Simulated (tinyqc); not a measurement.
What moves the results: three-band tight binding of a dichalcogenide monolayer. A value that a table varies takes the place of the one given here.

Basis dz2, dxy, dx2-y2 on a triangular lattice, nearest neighbours; alpha = kx a/2, beta = sqrt3 ky a/2. h0 = e1 + 2 t0 (cos 2alpha + 2 cos alpha cos beta); h1 = -2 sqrt3 t2 sin alpha sin beta + 2i t1 (sin 2alpha + sin alpha cos beta); h2 = 2 t2 (cos 2alpha - cos alpha cos beta) + 2i sqrt3 t1 cos alpha sin beta; h11 = e2 + 2 t11 cos 2alpha + (t11 + 3 t22) cos alpha cos beta; h22 = e2 + 2 t22 cos 2alpha + (3 t11 + t22) cos alpha cos beta; h12 = sqrt3 (t22 - t11) sin alpha sin beta + 4i t12 sin alpha (cos alpha - cos beta) + i lam sz. H = [[h0, h1, h2], [., h11, h12], [., ., h22]], Hermitian; the lowest band of each spin is filled. K = (4 pi/3a, 0), M = (pi/a, pi/(sqrt3 a)).

Constants: hbar^2/2m0 = 3.80998211 eV angstrom^2.

Inputs chosen for the exercise (near a published set for monolayer WS2; not measured data):
```
symbol  value   unit      meaning
a       3.196   angstrom  lattice constant
e1      1.123   eV        level of dz2
e2      2.293   eV        level of dxy and dx2-y2
t0      -0.205  eV        hopping
t1      0.56    eV        hopping
t2      0.548   eV        hopping
t11     0.288   eV        hopping
t12     0.392   eV        hopping
t22     -0.06   eV        hopping
lam     0.213   eV        spin-orbit constant
```

## Three bands against the two-band Dirac model at K

Masses from central differences along kx with step 0.002 1/angstrom, c = hbar^2/2m0; Berry curvature of the valence band from a counter-clockwise plaquette of side 0.001 1/angstrom, Omega = -arg(product of overlaps)/area. Two-band model: coupling A = (3 a/(2 sqrt2))(t1 + sqrt3 t2) between valence and conduction states, mass c G/A^2 for both, Omega_v = 2 A^2/G^2. sz = 0 drops the spin-orbit term.

At K:
```
sz  G (eV)  m_c (m0)  m_v (m0)  two-band mass  Omega_v (angstrom^2)  two-band Omega
1   1.6109     0.276     0.355          0.235                19.858          20.171
0   1.8239     0.317     0.434          0.266                15.484          15.735
-1  2.0369     0.360     0.526          0.297                12.410          12.616
```

A = 5.1159 eV angstrom

Without spin-orbit coupling the electron mass is 0.317 and the hole mass 0.434, against 0.266 for both in the two-band model: the third band and the curvature of the diagonal terms break the symmetry. The Berry curvature is -1.6 % from the two-band value. The smaller gap (sz = +1) has the larger curvature, by a factor 1.60.

## All hoppings scaled

The six hoppings are multiplied by f; e1, e2 and lam stay (real strain also moves e1 and e2, so this is no model of it). Closed forms: Ev(K) = e2 - (3/2)(t11 + t22) - 3 sqrt3 t12 + lam, Ec(K) = e1 - 3 t0, Ev(Gamma) = e1 + 6 t0.

Gaps (eV):
```
f     direct gap at K  Ev(K) - Ev(Gamma)  Ec(K) - top of valence band
0.85           1.1618             0.4064                       1.1618
0.90           1.3115             0.3490                       1.3115
0.94           1.4313             0.3030                       1.4313
0.97           1.5211             0.2686                       1.5211
1.00           1.6109             0.2341                       1.6109
1.03           1.7007             0.1996                       1.7007
1.06           1.7905             0.1652                       1.7905
1.10           1.9103             0.1192                       1.9103
```

The direct gap changes by +29.9 meV for each per cent of f. The top of the valence band stays at K over the range.

## What each parameter does

Spin up: gap at K, Ev(K) - Ev(Gamma), and masses at K by central differences along kx with step 0.002 1/angstrom, c = hbar^2/2m0. Each row changes one parameter from the base and keeps the others.

Results:
```
case            gap at K (eV)  K - Gamma (eV)  m_c (m0)  m_v (m0)
base                   1.6109          0.2341     0.276     0.355
t0 = -0.235 eV         1.7009          0.4141     0.300     0.385
t11 = 0.258 eV         1.5659          0.2791     0.266     0.339
t22 = -0.03 eV         1.6559          0.1891     0.285     0.377
t12 = 0.422 eV         1.7668          0.0782     0.306     0.430
t2 = 0.518 eV          1.6109          0.2341     0.295     0.395
lam = 0.243 eV         1.5809          0.2641     0.270     0.344
```

The largest shifts from the base row, up to three for each result and ties (the steps differ in size, so this ranks the rows, not the parameters). gap at K (eV): t12 +0.1559, t0 +0.0900, t11 -0.0450, t22 +0.0450; unchanged at the printed digits by t2. K - Gamma (eV): t0 +0.1800, t12 -0.1559, t11 +0.0450, t22 -0.0450; unchanged at the printed digits by t2. m_c (m0): t12 +0.030, t0 +0.025, t2 +0.019. m_v (m0): t12 +0.075, t2 +0.040, t0 +0.031. t2 couples dz2 to the other orbitals and vanishes at K and Gamma, so only the masses feel it.

Run: tinyqc, `OMP_NUM_THREADS=1 python tinyqc.py 1450415 1450416 out.jsonl`; Intel(R) Xeon(R) Processor @ 2.30GHz, one thread, shared host; about 0.01 s of CPU time with all checks.
